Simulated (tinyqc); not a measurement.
Inside a calculation. Model: time-domain thermoreflectance: layered heat flow under a modulated pulse train, and what the signal ratio measures. Computed by tinyqc, a small Python program that keeps every step. Command: `OMP_NUM_THREADS=1 python tinyqc.py 3112817 3112818 out.jsonl tdtr walk`. One thread of a shared host (Intel(R) Xeon(R) Processor @ 2.30GHz), about 0.1 s of CPU time with the checks. Intermediate numbers are printed to about 6 digits and carried at full precision; extremes and crossings named in words are read from the listed rows.

Pulses repeat at 80 MHz; heat is laid down at the surface, all layers are isotropic.

Inputs (values chosen for the exercise, modelled on aluminium on silicon):
```
quantity,value,unit
metal thickness d,96,nm
metal conductivity,130,W/(m K)
metal heat capacity,2.42,MJ/(m^3 K)
boundary conductance G under the metal,36,MW/(m^2 K)
substrate conductivity kappa,151,W/(m K)
substrate heat capacity C,1.66,MJ/(m^3 K)
modulation frequency f,10,MHz
"spot radius w (1/e^2, pump and probe)",14,micrometre
delay t,460,ps
```

Stack: metal, substrate.

## Length and time scales

Penetration depth sqrt(kappa/(pi f C)); effusivity sqrt(kappa C); cooling time of the metal d C_m/G; Kapitza length kappa/G.

penetration depth = 1.70161 micrometre

effusivity = 15832.2 W s^(1/2)/(m^2 K)

cooling time of the metal = 6453.33 ps

Kapitza length = 4194.44 nm

depth over spot radius = 0.121543

## Impedance at k = 0 and the modulation frequency

For radial wave number k and angular frequency W each layer has u = sqrt(4 pi^2 k^2 + i W C/kappa) and gamma = kappa u. Surface impedance from below: Z = 1/gamma for the substrate; a layer of thickness L maps Z to (Z + tanh(u L)/gamma)/(1 + gamma Z tanh(u L)); a boundary adds 1/G. Take k = 0 and W = 2 pi f.

Z of the substrate = 5.63446-5.63446i m^2 K/GW

Z at the surface = 24.2609-16.1092i m^2 K/GW

## Response at the modulation frequency

Response per absorbed watt H(W) = 2 pi int_0^(2/w) Z(k, W) exp(-pi^2 k^2 w^2) k dk by 20 Gauss-Legendre points.

H(2 pi f) = 0.0394015-0.0258505i K/mW

phase of H(2 pi f) = -33.2681 degrees

## Signal at one delay

Signal: X + iY = sum_(m = -M..M) H(2 pi (f + m f_r)) exp(i 2 pi m f_r t) exp(-pi (m/M)^2 x 4), f_r = 80 MHz, M = 4000, with H(-W) the complex conjugate of H(W); V_in = X, V_out = Y, ratio = -V_in/V_out.

V_in = 0.0888134 K/mW

V_out = -0.0227682 K/mW

ratio -V_in/V_out = 3.90076

## Ratio and sensitivities against delay

Sensitivity S = ln(ratio'/ratio)/ln(1.01) for a rise of one input by 1 %.

Ratio and sensitivities:
```
t (ps),ratio,S to kappa,S to G,S to d,S to C,S to w
100,4.42756,0.219217,0.916150,-1.29328,0.216068,-0.0295714
200,4.25140,0.215333,0.879932,-1.31570,0.212127,-0.0288816
400,3.97666,0.208092,0.815183,-1.23713,0.204801,-0.0276171
800,3.51736,0.196083,0.707297,-1.10520,0.192610,-0.0255555
1500,2.91300,0.181006,0.565560,-0.93264,0.177175,-0.0230127
2500,2.31472,0.168015,0.424396,-0.76409,0.163578,-0.0208615
4000,1.72753,0.159869,0.281663,-0.60272,0.154272,-0.0195584
```

The largest sensitivity in size at 100 ps is to d (-1.29). kappa and C enter almost alike, through the effusivity. At 400 ps an error of 3 % in d passes on as 18 % in kappa.

Checks made by the program: steady rise of a bare substrate, 1/(2 sqrt(pi) w kappa), from the same quadrature (relative difference below 1e-10).
